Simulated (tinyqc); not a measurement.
From results back to parameters: hole subbands of a hard-walled well, four-band Luttinger model. Two cases, with inputs chosen for the exercise.

Problem. At k = 0 in a hard-walled well HHn = c (g1 - 2 g2)(n pi/L)^2 - Z0 and LHn = c (g1 + 2 g2)(n pi/L)^2 + Z0, c = hbar^2/2m0. Two spacings were computed from hidden g1 and g2.

Constants: hbar^2/2m0 = 3.80998211 eV angstrom^2.

Case 1.

Values chosen (out of a larger set: near those of Ge; not measured data): L = 185 angstrom (well width along [001]); Z0 = -0.0401 eV (shear strain energy).

HH2 - HH1 = 16.019 meV
LH1 - HH1 = -61.522 meV

Case 2.

Values chosen (out of a larger set: near those of GaSb; not measured data): L = 140 angstrom (well width along [001]); Z0 = 0 eV (shear strain energy).

HH2 - HH1 = 23.252 meV
LH1 - HH1 = 35.991 meV

Find: u = c (pi/L)^2; g2; g1.
Solution. HH2 - HH1 = 3u (g1 - 2 g2) and LH1 - HH1 = 4 u g2 + 2 Z0.

Case 1.

u = c (pi/L)^2 = 1.099 meV
g2 = 4.25
g1 = 13.36

Case 2.

u = c (pi/L)^2 = 1.919 meV
g2 = 4.69
g1 = 13.42

Computed by tinyqc, one run a case: `OMP_NUM_THREADS=1 python tinyqc.py N N+1 out.jsonl` with N = 1280338, 1280348; one thread of a shared Intel(R) Xeon(R) Processor @ 2.30GHz, about 0.2 s a run at most.
